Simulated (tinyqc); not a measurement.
# From alignment C back to width sigma of the true defect charge

Model: correction of a charged-defect supercell by a model charge and potential alignment (plane-averaged potentials). Computed by tinyqc, a small Python program. Command: `OMP_NUM_THREADS=1 python tinyqc.py 3111888 3111889 out.jsonl align inv`. One thread of a shared host (Intel(R) Xeon(R) Processor @ 2.30GHz), about 0.04 s of CPU time with the checks.

The "true" defect charge is (1 - x) q in a Gaussian of width sigma plus x q in one of width sigma_t, so the exact answer is known; the correction sees only a single model Gaussian of width sigma_m. A Gaussian of width s has the transform rho(G) = exp(-G^2 s^2/2), normalised to 1. A uniform background cancels q, so G = 0 is left out. Potentials are those felt by a unit positive charge. E_0 is the formation energy of the isolated defect, E_cell its value in the supercell, E_lat = E_iso - E_per of the model charge, C the true less the model potential far from the defect; the exact correction is E_0 - E_cell, and the error of a scheme is E_cell plus its correction less E_0.

Inputs (values chosen for the exercise, with screening close to that of GaAs):
```
quantity,value,unit
defect charge q,3,e
dielectric constant eps,12.9,-
edge of the cubic cell L,16.1,angstrom
width sigma_m of the model charge,0.99,angstrom
share x of the charge in a wide tail,0.14,-
width sigma_t of the tail,2.2,angstrom
formation energy of the isolated defect E_0,5.78,eV
```

Constants: e^2/(4 pi eps_0) = 14.39964548 eV angstrom.

Method:
- Periodic energy E_per = (2 pi q^2/(eps L^3)) (e^2/(4 pi eps_0)) sum_(G != 0) rho(G)^2/G^2, G = (2 pi/L)(n1, n2, n3), |n_i| <= 16. Isolated energy: two Gaussians of charges q_a, q_b and widths a, b interact by q_a q_b (e^2/(4 pi eps_0 eps)) sqrt(2/pi)/sqrt(a^2 + b^2), and the self-energy is half the sum over pairs.
- Supercell value E_cell = E_0 + E_per - E_iso for the true charge.
- E_lat = E_iso - E_per for the model charge; point-charge value alpha q^2 e^2/(4 pi eps_0 eps 2 L) with alpha = 2.837297.
- Plane-averaged potential at distance z from the defect: V(z) = (4 pi q/(eps L^3)) (e^2/(4 pi eps_0 e)) sum_(m != 0) rho(G_m) cos(G_m z)/G_m^2, G_m = 2 pi m/L, |m| <= 40.
- C = difference at z = L/2; E_corr = E_cell + E_lat - q C. For charges that have died out at L/2, C = (2 pi q/(eps L^3)) (e^2/(4 pi eps_0 e)) (<s^2> - sigma_m^2), <s^2> = (1 - x) sigma^2 + x sigma_t^2.

Problem. A run gave the result below. Find the width sigma of the true defect charge, known to lie between 0.8 and 1.6 angstrom.

alignment C = 0.003843023 V

Solution.

Each step takes the trial c = (a f_b - b f_a)/(f_b - f_a), f being the result less the target and a, b, c the logarithms of the listed values; c replaces end b, the old b replaces a if the sign of f changed, and otherwise f_a is halved.

Scan of the range:
```
width sigma of the true defect charge (angstrom),alignment C (V)
0.800,0.00124679
0.898,0.00196831
1.010,0.00289489
1.130,0.00400836
1.270,0.00546523
1.430,0.00733836
1.600,0.00957179
```

False position (Illinois rule, in the logarithm of the input) inside the bracket:
```
step,end a,end b,trial,alignment C (V)
1,1.01000,1.13000,1.11132,0.00382681
2,1.13000,1.11132,1.11297,0.00384278
3,1.13000,1.11297,1.11302,0.00384326
4,1.11297,1.11302,1.11300,0.00384302
5,1.11302,1.11300,1.11300,0.00384302
```

Alignment C rises at every point of a 13-point scan of the range (every second point is shown), so one value fits; it is bracketed by 1.01 and 1.13. Answer: width sigma of the true defect charge = 1.113 angstrom.
